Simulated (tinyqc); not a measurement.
## Piezoresistors in the (001) plane of a cubic crystal: effect of the direction of the resistor

Plane stress in crystal axes x = [100], y = [010]. First-order piezoresistance: d rho_xx/rho = p11 sxx + p12 syy, d rho_yy/rho = p12 sxx + p11 syy, d rho_xy/rho = p44 sxy; a resistor along d = (cos th, sin th) changes by dR/R = d.(d rho/rho).d. Changes of geometry and second-order terms are left out.

For uniaxial stress along or across the current: pL = p11 - (A/2) sin^2(2 th), pT = p12 + (A/2) sin^2(2 th), A = p11 - p12 - p44. dR/R is for the given stress.

Values chosen for this exercise; coefficients close to those of lightly doped n-type silicon:
- p11 = -104 x 1e-11/Pa (piezoresistive coefficient)
- p12 = 53.6 x 1e-11/Pa (piezoresistive coefficient)
- p44 = -13.9 x 1e-11/Pa (piezoresistive coefficient)
- Sx = -76 MPa (stress sxx)
- Sy = 86 MPa (stress syy)
- St = -73 MPa (shear stress sxy)

Result of one run:

| pL (1e-11/Pa) | pT (1e-11/Pa) | pL - pT (1e-11/Pa) | dR/R (%) |
|---|---|---|---|
| -50.112 | -0.28750 | -49.825 | 7.0096 |

Which angle of the current from [100] th gave this result: 10, 30, 45, 75 or 90 deg?

th = 30 deg.

The whole series:

| th (deg) | pL (1e-11/Pa) | pT (1e-11/Pa) | pL - pT (1e-11/Pa) | dR/R (%) |
|---|---|---|---|---|
| 0 | -104.00 | 53.600 | -157.60 | 12.514 |
| 10 | -95.595 | 45.195 | -140.79 | 12.091 |
| 20 | -74.313 | 23.913 | -98.227 | 10.179 |
| 30 | -50.112 | -0.28750 | -49.825 | 7.0096 |
| 45 | -32.150 | -18.250 | -13.900 | 0.76270 |
| 60 | -50.112 | -0.28750 | -49.825 | -5.7560 |
| 75 | -86.037 | 35.638 | -121.67 | -10.800 |
| 90 | -104.00 | 53.600 | -157.60 | -13.018 |

The sum pL + pT = p11 + p12 = -50.4 holds in every row. |pL - pT|, which sets the output of a bridge under uniaxial stress, is largest at 0 and 90 degrees (158) and is 13.9 at 45 degrees. The change dR/R falls from 12.5 to -13.0 %.

Computed by the program tinyqc: `OMP_NUM_THREADS=1 python tinyqc.py 2530116 2530117 out.jsonl`, one thread of a shared Intel Xeon 2.30GHz, about 0.01 s for the whole run.
